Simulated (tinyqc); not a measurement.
Energy and delay of logic against supply voltage: one step of the calculation.

One expression serves below and above threshold: I(Vg) = Ik [ln(1 + exp((Vg - VT + dd V)/(al nf Vt)))]^al, with I_on = I(V) and I_off = I(0). Gate delay td = kd C V/I_on, clock period LD td. Per gate and cycle the switching energy is act C V^2 and the leakage energy I_off V LD td. No short-circuit current, no variation. Minima are sought above 0.09 V; below a few Vt gates no longer switch and the model has no meaning.

Task. New V. Minimum-energy supply: E(V) is the energy per gate and cycle; with h = 0.001 V, E' = (E(V + h) - E(V - h))/(2 h), E'' = (E(V - h) - 2 E(V) + E(V + h))/h^2, V(new) = V - E'/E''.

Values chosen for this exercise; values of the order met in logic technologies: temperature T = 378 K; threshold voltage at zero drain bias VT = 0.4 V; slope factor nf = 1.09; barrier lowering per volt of supply dd = 0.02; specific current of a gate Ik = 0.35 uA; exponent of the current law al = 1.71; load capacitance of a gate C = 0.87 fF; delay factor kd = 1.1; logic depth LD = 40; activity factor act = 0.05.

Constants: q = 1.602176634e-19 C, kB = 1.380649e-23 J/K, Vt = kB T/q. Results are converted to the units shown.

V after iteration 1 = 0.27418114 V

Wanted: E'; E''; V after iteration 2.

Result.

E' = -3.317 aJ/V
E'' = 606.1 aJ/V^2
V after iteration 2 = 0.2797 V

Computed by the program tinyqc: `OMP_NUM_THREADS=1 python tinyqc.py 2082183 2082184 out.jsonl`, one thread of a shared Intel Xeon 2.30GHz, about 0.01 s for the whole run.
